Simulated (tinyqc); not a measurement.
What moves the optical constants: free-carrier optics of a doped semiconductor (Drude model with one polar phonon).

eps(E) = ei [1 - Ep^2/(E^2 + i E Gam)] + (es - ei) wT^2/(wT^2 - E^2 - i E gT), with Ep^2 = 8 pi c (e^2/(4 pi eps0)) N/(m ei), c = hbar^2/2m0, N in 1/angstrom^3 (1e-24 per 1/cm^3); Gam = hbar/tau, tau = mu m m0/e with m0/e = 5.685630e-12 kg/C and mu in m^2/(V s). Energies in meV.

n + i k = sqrt(eps1 + i eps2) with k >= 0; R = ((n - 1)^2 + k^2)/((n + 1)^2 + k^2) at normal incidence from vacuum; alpha = 2 E k/(hbar c), times 1e8 for 1/cm; loss function Im(-1/eps) = eps2/(eps1^2 + eps2^2).

Constants: hbar^2/2m0 = 3.80998211 eV angstrom^2; e^2/(4 pi eps0) = 14.39964547 eV angstrom; hbar = 6.58211957e-16 eV s; hbar c = 1973.269805 eV angstrom.

Inputs chosen for the exercise (mass and dielectric values near those of InAs; N and mu are free inputs; interband absorption and the rise of the mass with filling are left out; shifted at random, so the results belong to these values and not to a real crystal): N = 2.3e+16 1/cm^3 (carrier density); m = 0.0288 m0 (conductivity mass); mu = 12000 cm^2/(V s) (mobility); ei = 12.42 (high-frequency dielectric constant); wT = 26.9 meV (TO phonon); es = 15.57 (static dielectric constant); gT = 0.6 meV (phonon damping); E = 7.4 meV (photon energy).

At the energy E.

One parameter was then changed.

Results before and after:

| case | Ep (meV) | Gam (meV) | R | alpha (1/cm) |
|---|---|---|---|---|
| base | 9.42 | 3.35 | 0.4021 | 1.55e+03 |
| changed | 8.59 | 2.79 | 0.2865 | 1.12e+03 |

Which of these changes was made? (a) E = 8.9 meV; (b) ei = 13.04; (c) m = 0.0346 m0; (d) mu = 7200 cm^2/(V s); (e) N = 3.45e+16 1/cm^3.

Answer: (c) m = 0.0346 m0. Of the candidates, run in turn, only this one gives the changed row.

All candidates:

| case | Ep (meV) | Gam (meV) | R | alpha (1/cm) |
|---|---|---|---|---|
| base | 9.42 | 3.35 | 0.4021 | 1.55e+03 |
| N = 3.45e+16 1/cm^3 | 11.53 | 3.35 | 0.6520 | 2.59e+03 |
| m = 0.0346 m0 | 8.59 | 2.79 | 0.2865 | 1.12e+03 |
| mu = 7200 cm^2/(V s) | 9.42 | 5.58 | 0.3697 | 1.42e+03 |
| ei = 13.04 | 9.19 | 3.35 | 0.4037 | 1.55e+03 |
| E = 8.9 meV | 9.42 | 3.35 | 0.2240 | 943 |

tinyqc: `OMP_NUM_THREADS=1 python tinyqc.py 1681059 1681060 out.jsonl`; about 0.01 s, one thread, shared Intel(R) Xeon(R) Processor @ 2.30GHz.
